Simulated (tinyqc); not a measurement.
# Worked calculation: a double barrier with mass mismatch, transfer matrices

tinyqc, about 0.06 s, one thread, Intel Xeon 2.30GHz (shared host): `OMP_NUM_THREADS=1 python tinyqc.py 2560134 2560135 out.jsonl` Printed values are rounded.

One electron of energy E comes from the left lead (band edge 0); no transverse momentum. Parabolic bands, masses in units of m0, C = hbar^2/(2 m0); psi and psi'/m are continuous at every interface. Barrier d1, well Lw, barrier d2; the right lead equals the left one.

Values chosen for this exercise; masses and offsets of a made-up heterostructure: mass in the left lead mL = 0.18 m0; barrier height U1 = 0.54 eV; barrier mass m1 = 0.25 m0; width of the first barrier d1 = 1.3 nm; well width (edge 0, mass mL) Lw = 3.2 nm; width of the second barrier d2 = 1.3 nm; electron energy E = 0.606 eV.

Constants: q = 1.602176634e-19 C, hbar = 1.054571817e-34 J s, m0 = 9.1093837015e-31 kg, hbar^2/(2 m0) = 0.0380998212 eV nm^2. Results are converted to the units shown.

Range of the model: Masses are held fixed, although real bands cease to be parabolic a few tenths of an eV from their edges (inside a barrier too).

## Wave numbers

k = sqrt(m (E - U)/C) where E > U, K = sqrt(m (U - E)/C) where E < U; v = k/m in the leads.

Layers:
```
   U (eV)  m (m0)  d (nm)  k or K (1/nm)  which
1    0.54    0.25     1.3       0.658083      k
2       0    0.18     3.2        1.69204      k
3    0.54    0.25     1.3       0.658083      k
```

vL = 9.40023 1/nm
vR = 9.40023 1/nm

## Matrices of the layers

For the pair (psi, psi'/m) a flat layer has M = [[cos kd, (m/k) sin kd], [-(k/m) sin kd, cos kd]] with k = sqrt(m (E - U)/C) above its edge U, and M = [[cosh Kd, (m/K) sinh Kd], [(K/m) sinh Kd, cosh Kd]] with K = sqrt(m (U - E)/C) below it. M12 is in nm, M21 in 1/nm.

M of layer 1:
```
          1         2
1  0.655835  0.286782
2  -1.98716  0.655835
```

M of layer 2:
```
          1           2
1  0.645857  -0.0812170
2   7.17669    0.645857
```

M of layer 3:
```
          1         2
1  0.655835  0.286782
2  -1.98716  0.655835
```

## Product of the matrices

The matrix of the later layer stands to the left: M = M_n ... M_2 M_1; det M = 1.

M:
```
         1         2
1  1.36538  0.798251
2  1.08271   1.36538
```

## Transmission and reflection

The matrix M carries (psi, psi'/m) across the stack, and v = k/m in each lead. psi = 1 + r at the left edge (incident amplitude 1) and t at the right edge. With det M = 1, a = i vR M11 - M21 and b = -vL vR M12 - i vL M22: t = 2 i vL/(a - b), r = -(a + b)/(a - b), T(E) = (vR/vL) |t|^2, R(E) = |r|^2.

t = 0.088021+0.238156i
r = 0.907248-0.335313i
T(E) = 0.0644662
R(E) = 0.935534

T(E) + R(E) = 1: the current is conserved.
